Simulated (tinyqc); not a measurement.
p-type polysilicon, carrier trapping at grain boundaries: one step of the calculation.

One-dimensional grains of size Lg, uniform ionised doping N, monovalent traps Qt at each boundary at a depth Et below (for electrons) or above (for holes) the band edge there, abrupt depletion of width W on each side of a boundary, Boltzmann statistics. xi is the distance from the band edge at the grain centre to the Fermi level. Trapped charge Qt/(1 + exp((xi + VB - Et)/Vt)) = 2 N W, barrier VB = q N W^2/(2 eps0 eps_r).

Task. Resistivity and effective mobility. n0 = NB exp(-xi/Vt); mean density n0 (1 - 2 W/Lg) by charge balance in a partly depleted grain, and n0 (sqrt(pi)/2) erf(u)/u with u = sqrt(VB/Vt) in a fully depleted one; v = sqrt(kB T/(2 pi ms m0)); barrier resistivity Vt exp(VB/Vt)/(q fe n0 v Lg); grain resistivity (1 - 2 W/Lg)/(q n0 mug); effective mobility 1/(q mean density total resistivity).

Parameters, values chosen for the exercise; values of the order met in polycrystalline silicon:
- T = 400 K (temperature)
- NB = 4.08e19 cm^-3 (valence-band density of states at T)
- Lg = 86 nm (grain size)
- ms = 0.29 m0 (mass for thermionic emission)
- fe = 0.5 (correction factor of the emission rate)
- mug = 53 cm^2/(V s) (mobility inside the grains)

Constants: q = 1.602176634e-19 C, kB = 1.380649e-23 J/K, m0 = 9.1093837015e-31 kg, Vt = kB T/q. Results are converted to the units shown.

W = 43 nm
xi = 0.34516186 V
VB = 0.074350871 V

Find: n0; mean density; v; barrier resistivity; grain resistivity; resistivity; effective mobility.

Result.

n0 = 1.827e15 cm^-3
mean density = 1.061e15 cm^-3
v = 5.768e6 cm/s
barrier resistivity = 41.04 ohm cm
grain resistivity = 0.000 ohm cm
resistivity = 41.04 ohm cm
effective mobility = 143.4 cm^2/(V s)

The resistivity is 18.1 times that of a single crystal with the same N and mobility mug, and the mean density is 2.04 % of N. The effective mobility exceeds mug only because drift through the depleted grain is left out.

Computed by the program tinyqc: `OMP_NUM_THREADS=1 python tinyqc.py 2830295 2830296 out.jsonl`, one thread of a shared Intel Xeon 2.30GHz, about 0.01 s for the whole run.
